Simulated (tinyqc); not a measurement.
## In-plane mass from two subband densities

Inverse problem. At zero temperature each occupied subband holds N_k = D (EF - E_k), D = md m0 q/(pi hbar^2) per eV. Two subbands are occupied. Find md, EF - E1 and EF - E2.

Constants: q = 1.602176634e-19 C, hbar = 1.054571817e-34 J s, m0 = 9.1093837015e-31 kg. Results are converted to the units shown.

N1, N2 (cm^-2): [4.9853352e11, 2.5e11]
E2 - E1 = 20.1 meV

Answer. N1 - N2 = D (E2 - E1) gives D and so md; each N_k/D is a distance to EF.

md = 0.0296 m0
EF - E1 = 40.3 meV
EF - E2 = 20.2 meV

Program tinyqc, `OMP_NUM_THREADS=1 python tinyqc.py 2140152 2140153 out.jsonl`; Intel Xeon 2.30GHz, shared host, one thread, about 0.2 s.
